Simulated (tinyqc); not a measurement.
# Gate-all-around wire, scale length and short-channel effects: several studies

A round wire of diameter ts in an insulator shell of thickness ti under a surrounding gate. Below threshold the potential that source and drain add obeys Laplace's equation and vanishes on the gate. Its lowest mode decays along the channel as exp(-k y); k is the smallest positive root of the matching condition at the interface, and the scale length is Lambda = pi/k.

Parameters, values chosen for the exercise; permittivities: semiconductor made up, insulator close to that of silicon dioxide:
- T = 293 K (temperature)
- eps_r = 10.5 (relative permittivity of the semiconductor)
- ei = 3.93 (relative permittivity of the insulator)
- ti = 2.3 nm (insulator thickness)
- ts = 7.9 nm (wire diameter)
- L = 28 nm (channel length)
- Vbi = 0.94 V (potential of the source)
- sT = 0.67 V (potential of the barrier top at threshold)
- Vds = 0.6 V (drain voltage)

Constants: q = 1.602176634e-19 C, kB = 1.380649e-23 J/K, Vt = kB T/q. Results are converted to the units shown.

Each table varies one quantity; the others keep the values above.

## A higher permittivity at fixed equivalent oxide thickness

k is the smallest positive root of f(k) = ei J0(u)[J1(u) Y0(v) - Y1(u) J0(v)] - eps_r J1(u)[J0(u) Y0(v) - Y0(u) J0(v)], u = k ts/2, v = u + k ti. Along the channel psi(y) = s + a exp(y/l) + b exp(-y/l) with psi(0) = Vbi, psi(L) = Vbi + Vds and l = 1/k = Lambda/pi; with A = Vbi - s, B = A + Vds, x = exp(-L/l): a = (B - A x) x/(1 - x^2), b = (A - B x)/(1 - x^2). The minimum is s + 2 sqrt(a b), at y = (l/2) ln(b/a). The long-channel potential follows the gate as s = sT + (Vg - VTL)/m, and the threshold VT is the gate voltage at which the minimum equals sT. Swing = m Vt ln 10/g at threshold, g = d(minimum)/ds = 1 - (b x + a)/((1 + x) sqrt(a b)). DIBL = [VT(0.05 V) - VT(Vds)]/(Vds - 0.05 V). sT and Vbi are held fixed; m = 1. The equivalent oxide thickness 3.9 ti/ei is held at 2.3 nm, so ti = 2.3 ei/3.9 nm.

Result of one run:
```
ei  ti (nm)  Lambda (nm)  L/Lambda  DIBL (mV/V)  swing (mV/decade)
15    8.846        16.00     1.751        53.14              67.95
```

What becomes of these results when the relative permittivity of the insulator ei is changed from 15 to 25, all else the same?

Result of the changed run:
```
ei  ti (nm)  Lambda (nm)  L/Lambda  DIBL (mV/V)  swing (mV/decade)
25    14.74        23.38     1.198        162.0              86.14
```

The whole series:
```
ei   ti (nm)  Lambda (nm)  L/Lambda  DIBL (mV/V)  swing (mV/decade)
3.9    2.300        11.29     2.481        14.92              61.01
5      2.949        11.38     2.460        15.45              61.11
7.5    4.423        11.96     2.341        18.87              61.75
10     5.897        13.00     2.154        25.90              63.06
15     8.846        16.00     1.751        53.14              67.95
20     11.79        19.58     1.430        98.82              75.77
25     14.74        23.38     1.198        162.0              86.14
```

As ei goes from 3.9 to 25, Lambda rises from 11.3 to 23.4 nm, DIBL rises from 14.9 to 162 mV/V and the swing rises from 61.0 to 86.1 mV a decade. The ratio ei/ti is the same in every row, yet the insulator grows from 2.30 to 14.7 nm, and drain fields reach the channel sideways through it. For ei = 20 to 25 L is under 1.5 Lambda, where higher modes, left out of the one-mode potential, count.

## Effect of the relative permittivity of the insulator

Same model as above.

Results:
```
ei   Lambda (nm)  L/Lambda  VT - VTL at Vds (mV)  DIBL (mV/V)  swing (mV/decade)
3.9        11.29     2.481                -20.64        14.92              61.01
5.7        9.851     2.842                -11.46        8.249              59.74
8.5        8.673     3.229                -6.172        4.430              59.00
18         7.159     3.911                -2.093        1.499              58.43
27         6.620     4.230                -1.266       0.9061              58.32
40         6.229     4.495               -0.8330       0.5963              58.25
```

Estimate the missing row, ei = 12.

Computed row:
```
ei  Lambda (nm)  L/Lambda  VT - VTL at Vds (mV)  DIBL (mV/V)  swing (mV/decade)
12        7.880     3.553                -3.683        2.640              58.66
```

With this row back in the table: As ei goes from 3.9 to 40, Lambda falls from 11.3 to 6.23 nm, DIBL falls from 14.9 to 0.596 mV/V and the swing falls from 61.0 to 58.3 mV a decade. On average Lambda goes as ei^(-0.26).

## Effect of the drain voltage

Same model as above.

The same in every row: Lambda (nm) = 11.253; L/Lambda = 2.4881.

Effect of the drain voltage:
```
Vds (V)  VT - VTL at Vds (mV)  DIBL (mV/V)  swing (mV/decade)
0.2                   -14.916       17.499             60.659
0.35                  -17.164       16.243             60.773
0.5                   -19.167       15.279             60.896
0.65                  -20.994       14.504             61.021
0.8                   -22.686       13.860             61.144
0.95                  -24.272       13.312             61.265
1.1                   -25.770       12.837             61.382
```

As Vds goes from 0.2 to 1.1 V, Lambda stays at 11.3 nm, DIBL falls from 17.5 to 12.8 mV/V and the swing rises from 60.7 to 61.4 mV a decade.

Program tinyqc, `OMP_NUM_THREADS=1 python tinyqc.py 2420142 2420143 out.jsonl`; Intel Xeon 2.30GHz, shared host, one thread, about 0.01 s.
